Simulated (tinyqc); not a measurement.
Shallow donor in an anisotropic valley (effective-mass theory): one step. Scan over the shape. Five cases, with inputs chosen for the exercise.

Problem. For each ratio b/a = 0.2, 0.3, ..., 0.9 the best scale follows from a = -2 T1/V1, with T1 and V1 taken at a = 1 angstrom.

One valley: H = -c [(d2/dx2 + d2/dy2)/mt + (d2/dz2)/ml] - q/(eps r), c = hbar^2/2m0, q = e^2/(4 pi eps0). Trial function exp(-sqrt((x^2 + y^2)/a^2 + z^2/b^2)) with a > b: T = (c/3)(2/(mt a^2) + 1/(ml b^2)), V = -(q/eps) atan(u/b)/u, u = sqrt(a^2 - b^2). The central cell of the impurity is left out.

Constants: hbar^2/2m0 = 3.80998211 eV angstrom^2; e^2/(4 pi eps0) = 14.39964547 eV angstrom.

Give: Scan.

Case 1.

Values chosen (out of a larger set: near those of a group-V donor in Si; not measured data): ml = 0.893 m0 (longitudinal mass); mt = 0.194 m0 (transverse mass); eps = 11.5 (dielectric constant).

Solution.

Scan:
```
b/a  a (angstrom)  b (angstrom)  E (meV)
0.2         55.59         11.12  -15.740
0.3         34.77         10.43  -23.896
0.4         27.76         11.10  -28.529
0.5         24.81         12.40  -30.515
0.6         23.49         14.09  -30.900
0.7         22.94         16.06  -30.399
0.8         22.81         18.25  -29.440
0.9         22.92         20.63  -28.263
```

The best listed ratio is 0.6; (mt/ml)^(1/2) = 0.47 and (mt/ml)^(1/3) = 0.60 are common guesses.

Case 2.

Values chosen (out of a larger set: near those of a group-V donor in Si; not measured data): ml = 0.88 m0 (longitudinal mass); mt = 0.193 m0 (transverse mass); eps = 11.2 (dielectric constant).

Solution.

Scan:
```
b/a  a (angstrom)  b (angstrom)  E (meV)
0.2         54.80         10.96  -16.395
0.3         34.22         10.27  -24.934
0.4         27.28         10.91  -29.808
0.5         24.36         12.18  -31.914
0.6         23.04         13.83  -32.338
0.7         22.49         15.75  -31.829
0.8         22.36         17.89  -30.835
0.9         22.46         20.22  -29.610
```

The best listed ratio is 0.6; (mt/ml)^(1/2) = 0.47 and (mt/ml)^(1/3) = 0.60 are common guesses.

Case 3.

Values chosen (out of a larger set: near those of a group-V donor in Si; not measured data): ml = 0.926 m0 (longitudinal mass); mt = 0.186 m0 (transverse mass); eps = 11.3 (dielectric constant).

Solution.

Scan:
```
b/a  a (angstrom)  b (angstrom)  E (meV)
0.2         53.84         10.77  -16.542
0.3         34.17         10.25  -24.750
0.4         27.58         11.03  -29.221
0.5         24.85         12.42  -31.010
0.6         23.65         14.19  -31.229
0.7         23.19         16.23  -30.605
0.8         23.12         18.50  -29.557
0.9         23.28         20.95  -28.318
```

The best listed ratio is 0.6; (mt/ml)^(1/2) = 0.45 and (mt/ml)^(1/3) = 0.59 are common guesses.

Case 4.

Values chosen (out of a larger set: near those of a group-V donor in Si; not measured data): ml = 0.942 m0 (longitudinal mass); mt = 0.186 m0 (transverse mass); eps = 11.1 (dielectric constant).

Solution.

Scan:
```
b/a  a (angstrom)  b (angstrom)  E (meV)
0.2         52.24         10.45  -17.354
0.3         33.26          9.98  -25.881
0.4         26.91         10.77  -30.483
0.5         24.29         12.14  -32.295
0.6         23.14         13.89  -32.485
0.7         22.71         15.90  -31.810
0.8         22.66         18.13  -30.702
0.9         22.83         20.54  -29.402
```

The best listed ratio is 0.6; (mt/ml)^(1/2) = 0.44 and (mt/ml)^(1/3) = 0.58 are common guesses.

Case 5.

Values chosen (out of a larger set: near those of a group-V donor in Si; not measured data): ml = 0.93 m0 (longitudinal mass); mt = 0.193 m0 (transverse mass); eps = 11.3 (dielectric constant).

Solution.

Scan:
```
b/a  a (angstrom)  b (angstrom)  E (meV)
0.2         53.11         10.62  -16.766
0.3         33.51         10.05  -25.239
0.4         26.92         10.77  -29.937
0.5         24.17         12.09  -31.874
0.6         22.96         13.77  -32.172
0.7         22.47         15.73  -31.579
0.8         22.38         17.91  -30.532
0.9         22.52         20.27  -29.276
```

The best listed ratio is 0.6; (mt/ml)^(1/2) = 0.46 and (mt/ml)^(1/3) = 0.59 are common guesses.

Computed by tinyqc, one run a case: `OMP_NUM_THREADS=1 python tinyqc.py N N+1 out.jsonl` with N = 1252480, 1252620, 1280203, 1280363, 1280475; one thread of a shared Intel(R) Xeon(R) Processor @ 2.30GHz, about 0.01 s a run at most.
